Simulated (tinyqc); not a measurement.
Small-signal admittance of a forward-biased p+-n diode: two steps of the calculation.

Holes injected into a neutral base of width wb with an ohmic contact at its end; low injection, p0 far above the equilibrium density. A small voltage v exp(i w t), w = 2 pi f, modulates the edge density by p0 v/Vt, and the small-signal density obeys Dp d2p/dx2 = (1/tau + i w) p.

Parameters, values chosen for the exercise; permittivity close to that of gallium arsenide:
```
symbol,value,unit,meaning
T,275,K,temperature
eps_r,12.9,,relative permittivity
Nd,4.3e15,cm^-3,donor density of the base
Dp,5.4,cm^2/s,hole diffusion coefficient
tau,8e-9,s,hole lifetime
wb,7.5,um,width of the neutral base
p0,1.6e13,cm^-3,excess hole density at the junction edge
Na,3e18,cm^-3,acceptor density of the p+ side
f,7.8e7,Hz,signal frequency
```

Constants: q = 1.602176634e-19 C, kB = 1.380649e-23 J/K, Vt = kB T/q, eps0 = 8.8541878128e-14 F/cm where lengths are in cm. Results are converted to the units shown.

Question 1. Closed-form admittance. L = sqrt(Dp tau); direct current J = (q Dp p0/L) coth(wb/L); k = sqrt(1 + i w tau)/L; diffusion admittance Y = (q Dp p0/Vt) k coth(k wb) = G + i w C_diff; junction capacitance C_j = sqrt(q eps0 eps_r Nd/(2 Vr)) in the depletion approximation, with the remaining barrier Vr = Vt ln(Na/p0), a rough value under forward bias; base-width modulation is left out.

Find: L; J; k wb; Y; C_diff; C_j.

Answer 1.

L = 2.078 um
J = 0.06670 A/cm^2
k wb = 5.732+4.453i
Y = 4.464+3.468i S/cm^2
C_diff = 0.007077 uF/cm^2
C_j = 0.03698 uF/cm^2

G is 1.59 times its low-frequency value J/Vt, and C_diff is 0.191 times C_j.

Question 2. The same by finite differences. 9 equal intervals, h = wb/9; u = small-signal density over its edge value, u_0 = 1, u_9 = 0; u_(i-1) + b u_i + u_(i+1) = 0 with b = -2 - h^2 (1/tau + i w)/Dp; Y = (q Dp p0/(Vt h)) (-b/2 - u_1), which includes the half box at the edge.

Wanted: b; u; Y on the mesh.

Answer 2.

b = -2.161-0.630i

| node | u |
|---|---|
| 1 | 0.4671-0.2400i |
| 2 | 0.1606-0.2242i |
| 3 | 0.0211-0.1432i |
| 4 | -0.0246-0.0720i |
| 5 | -0.0290-0.0278i |
| 6 | -0.0204-0.0063i |
| 7 | -0.0112+0.0013i |
| 8 | -0.0046+0.0019i |

Y on the mesh = 4.299+3.891i S/cm^2

Computed by the program tinyqc: `OMP_NUM_THREADS=1 python tinyqc.py 2890141 2890142 out.jsonl`, one thread of a shared Intel Xeon 2.30GHz, about 0.01 s for the whole run.
